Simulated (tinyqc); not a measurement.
Length of a polyene: Hueckel, PPP and singles CI along the polyenes. Computed by the program tinyqc. Hueckel uses the same beta without repulsion; CIS keeps all single excitations and so misses the low, doubly excited 2Ag state. W is the valence ionisation energy of a centre, MN the Mataga-Nishimoto formula, f the oscillator strength.

All-trans chains of carbon centres 1.40 angstrom apart:
```
parameter                               value
beta (eV), times 1 +/- alternation  -2.330000
alternation                          0.160000
W (eV)                              11.160000
gamma_rr (eV)                       10.070000
repulsion formula                          MN
```

Gaps and excitations (eV):
```
centres  Hueckel gap  PPP orbital gap  bright singlet (CIS)       f  lowest triplet (CIS)
2             5.4056          10.4940                7.8964  0.6770                2.9148
4             3.7918           8.4473                5.7833  0.9666                2.1883
6             3.0537           7.4512                4.8554  1.3140                1.8613
8             2.6401           6.8779                4.3321  1.6358                1.6890
10            2.3791           6.5140                4.0044  1.9425                1.5879
12            2.2016           6.2675                3.7852  2.2414                1.5239
14            2.0742           6.0926                3.6316  2.5374                1.4810
```

What does the comparison show, and why?

The Hueckel gap tends to 4 x alternation x |beta| = 1.49 eV for long chains. Exchange opens the PPP orbital gap, and the attraction of electron and hole brings the bright state 2.46 eV below it at 14 centres; the triplet lies 2.15 eV lower still.
